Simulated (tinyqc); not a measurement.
Chemical-mechanical planarisation: Preston law, pattern density and step-height reduction: one step, computed by the program tinyqc.

A row of 12 cells, repeated periodically, holds raised features that cover a share rho of each cell.

Task: State at time t. While h > h_c only raised areas polish, at R0/rho_eff, until t_c = rho_eff (h0 - h_c)/R0. After that h = h_c exp(-(t - t_c)/tau), tau = rho_eff h_c/R0; low areas polish at R0 (1 - h/h_c) and raised areas at R0 [1 + (1 - rho_eff) h/(rho_eff h_c)]. Removed from raised areas after t_c: h0 - h_c + R0 (t - t_c) + (1 - rho_eff)(h_c - h); from low areas: R0 (t - t_c) - rho_eff (h_c - h). Film left = z0 less the removal from raised areas.

Inputs (values chosen for the exercise, close to those used for oxide polishing):

| quantity | value | unit |
|---|---|---|
| initial step height h0 | 230 | nm |
| contact height h_c | 79 | nm |
| film above the raised areas z0 | 350 | nm |
| polish time t | 130 | s |

effective densities: 0.7110766  0.4880598  0.5444429  0.6608958  0.8306342  0.7644498  0.4980798  0.5480235  0.4094363  0.6528249  0.6015018  0.6405747

blanket rate R0 = 0.8444601 nm/s

Give: Cells; range of film left across the row; largest remaining step; thinnest film left.

Result:

Cells:

| cell | rho_eff | t_c (s) | step h (nm) | removed, raised (nm) | removed, low (nm) | film left on raised areas (nm) |
|---|---|---|---|---|---|---|
| 1 | 0.7111 | 127.1 | 75.69 | 154.4 | 0.05 | 195.6 |
| 2 | 0.4881 | 87.3 | 30.99 | 211.7 | 12.65 | 138.3 |
| 3 | 0.5444 | 97.4 | 41.62 | 195.6 | 7.22 | 154.4 |
| 4 | 0.6609 | 118.2 | 65.25 | 165.6 | 0.90 | 184.4 |
| 5 | 0.8306 | 148.5 | 97.84 | 132.2 | 0.00 | 217.8 |
| 6 | 0.7644 | 136.7 | 86.39 | 143.6 | 0.00 | 206.4 |
| 7 | 0.4981 | 89.1 | 32.82 | 208.8 | 11.57 | 141.2 |
| 8 | 0.5480 | 98.0 | 42.32 | 194.6 | 6.92 | 155.4 |
| 9 | 0.4094 | 73.2 | 17.94 | 235.0 | 22.95 | 115.0 |
| 10 | 0.6528 | 116.7 | 63.57 | 167.6 | 1.13 | 182.4 |
| 11 | 0.6015 | 107.6 | 53.02 | 180.3 | 3.32 | 169.7 |
| 12 | 0.6406 | 114.5 | 61.04 | 170.5 | 1.55 | 179.5 |

range of film left across the row = 102.9 nm

largest remaining step = 97.84 nm

thinnest film left = 115.0 nm

10 of 12 cells have reached contact. The cell with the lowest rho_eff has lost the most film from its raised areas.
